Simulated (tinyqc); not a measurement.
IGBT as a p-i-n diode in series with a MOS channel, on-state and switching loss: one step of the calculation.

High injection (n = p) in a drift layer from x = -W/2 (anode) to +W/2 (cathode side), recombination only in the layer with lifetime tau, ideal emitters. The channel feeds the cathode side and carries the whole current. Auger recombination, carrier-carrier scattering, emitter losses and the carrier dip under the p body are left out.

Problem. On-state voltage. n(x) = (tau J/(2 q La))[cosh(x/La)/sinh y - B sinh(x/La)/cosh y]. Vm = Vt [(8 b/(b + 1)^2)(sinh y/s) arctan(s sinh y) + B ln((1 + B tanh^2 y)/(1 - B tanh^2 y))], s = sqrt(1 - B^2 tanh^2 y); Vj = Vt ln(n(-W/2) n(W/2)/ni^2), ni = sqrt(Nc Nv) exp(-Eg/(2 Vt)), Eg in volts; Vc = J Rch; Von = Vm + Vj + Vc.

Inputs (values chosen for the exercise); material values close to those of silicon: temperature T = 300 K; band gap Eg = 1.1 eV; conduction-band density of states at T Nc = 2.75e19 cm^-3; valence-band density of states at T Nv = 2.7e19 cm^-3; high-injection lifetime tau = 2.9 us; current density J = 100 A/cm^2; channel and accumulation resistance Rch = 0.51 mohm cm^2.

Constants: q = 1.602176634e-19 C, kB = 1.380649e-23 J/K, Vt = kB T/q. Results are converted to the units shown.

b = 2.9166667
B = 0.48936170
La = 73.209389 um
y = 1.3659450

Find: Vm; Vj; Vc; Von.

Solution.

Vm = 0.091979 V
Vj = 0.82381 V
Vc = 0.051000 V
Von = 0.96678 V

Vm does not depend on J, since the carrier density grows with it. Junctions, layer and channel take 85, 9.5 and 5.3 % of Von.

Computed by the program tinyqc: `OMP_NUM_THREADS=1 python tinyqc.py 2590030 2590031 out.jsonl`, one thread of a shared Intel Xeon 2.30GHz, about 0.01 s for the whole run.
